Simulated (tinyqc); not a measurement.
# Schottky diode by thermionic emission with image-force lowering and series resistance: two studies

Metal on an n-type semiconductor with one parabolic valley; V > 0 is forward bias (metal positive). I = I0 [exp(Vj/(n Vt)) - 1] with Vj = V - I Rs; I0 = S A* T^2 exp(-(phi - dphi)/Vt), the lowering dphi taken at zero bias.

Values chosen for this exercise; band and dielectric values close to those of silicon:

| symbol | value | unit | meaning |
|---|---|---|---|
| T | 200 | K | temperature |
| me | 0.256 | m0 | electron mass |
| eps_r | 11.7 |  | relative permittivity |
| phi | 0.8 | eV | barrier height seen from the metal |
| Nd | 1.8e16 | cm^-3 | donor density |
| S | 0.0046 | cm^2 | area |
| n | 1.23 |  | ideality factor |
| Rs | 3.1 | ohm | series resistance |

Constants: q = 1.602176634e-19 C, kB = 1.380649e-23 J/K, h = 6.62607015e-34 J s, m0 = 9.1093837015e-31 kg, Vt = kB T/q, eps0 = 8.8541878128e-14 F/cm where lengths are in cm. Results are converted to the units shown.

Each table varies one quantity; the others keep the values above.

## Effect of the doping on the lowering

A* = 4 pi q me m0 kB^2/h^3 (times 1e-4 for A/(cm^2 K^2)); Nc = 2 (2 pi me m0 kB T/h^2)^1.5 (times 1e-6 for cm^-3); xi = Vt ln(Nc/Nd), Vbi = phi - xi; surface field Em = sqrt(2 q Nd (Vbi - V - Vt)/(eps0 eps_r)); dphi = sqrt(q Em/(4 pi eps0 eps_r)). Here V = 0 in Em.

Result of one run:

| Nd (cm^-3) | Vbi (V) | Em (kV/cm) | dphi (meV) | I0 (A) |
|---|---|---|---|---|
| 1.2e14 | 0.6346 | 4.787 | 7.676 | 6.126e-17 |

What becomes of these results when the donor density Nd is changed from 1.2e14 to 3e17 cm^-3, all else the same?

Result of the changed run:

| Nd (cm^-3) | Vbi (V) | Em (kV/cm) | dphi (meV) | I0 (A) |
|---|---|---|---|---|
| 3e17 | 0.7694 | 264.2 | 57.02 | 1.073e-15 |

The whole series:

| Nd (cm^-3) | Vbi (V) | Em (kV/cm) | dphi (meV) | I0 (A) |
|---|---|---|---|---|
| 1.2e14 | 0.6346 | 4.787 | 7.676 | 6.126e-17 |
| 4.3e14 | 0.6566 | 9.221 | 10.65 | 7.281e-17 |
| 1.6e15 | 0.6792 | 18.10 | 14.93 | 9.329e-17 |
| 5.9e15 | 0.7017 | 35.34 | 20.86 | 1.316e-16 |
| 2.2e16 | 0.7244 | 69.37 | 29.22 | 2.138e-16 |
| 8.2e16 | 0.7471 | 136.1 | 40.92 | 4.216e-16 |
| 3e17 | 0.7694 | 264.2 | 57.02 | 1.073e-15 |

dphi rises from 7.68 to 57.0 meV, as Nd^(0.26) (1/4 at fixed Vbi), and I0 grows by a factor of 17.5. Emission limits the current only if the drift velocity at the surface is well above A* T^2/(q Nc) = 4.34e6 cm/s; with a mobility of 1360 cm^2/(V s) it is less than three times that in 2 of the rows, where I0 is overstated.

## Current against voltage

Same model as above.

The apparent ideality is (dV/d ln I)/Vt.

Current against voltage:

| V (V) | I (A) | Vj (V) | apparent ideality |
|---|---|---|---|
| 0.05 | 1.881e-15 | 0.05000 | 1.114 |
| 0.16 | 3.723e-13 | 0.1600 | 1.229 |
| 0.27 | 6.678e-11 | 0.2700 | 1.230 |
| 0.38 | 1.197e-8 | 0.3800 | 1.230 |
| 0.49 | 2.146e-6 | 0.4900 | 1.230 |
| 0.6 | 3.649e-4 | 0.5989 | 1.296 |
| 0.71 | 0.01198 | 0.6729 | 3.384 |
| 0.82 | 0.03933 | 0.6981 | 8.304 |
| 0.93 | 0.07079 | 0.7105 | 13.96 |
| 1.04 | 0.1037 | 0.7186 | 19.88 |

What does the comparison show, and why?

I rises from 1.88e-15 to 0.104 A, and the apparent ideality rises from 1.11 to 19.9, against n = 1.23. It starts below n because the -1 in the diode law still counts there. From V = 0.71 V on, I Rs exceeds n Vt and the resistance bends the curve. In 4 of the 10 rows Vj is within 3 Vt of Vbi or past it, where the depletion layer is gone and the emission formula overstates the current.

Range of the model: One isotropic valley is assumed; bands with several valleys have a larger Richardson constant and Nc.

Computed by the program tinyqc: `OMP_NUM_THREADS=1 python tinyqc.py 2640080 2640081 out.jsonl`, one thread of a shared Intel Xeon 2.30GHz, about 0.01 s for the whole run.
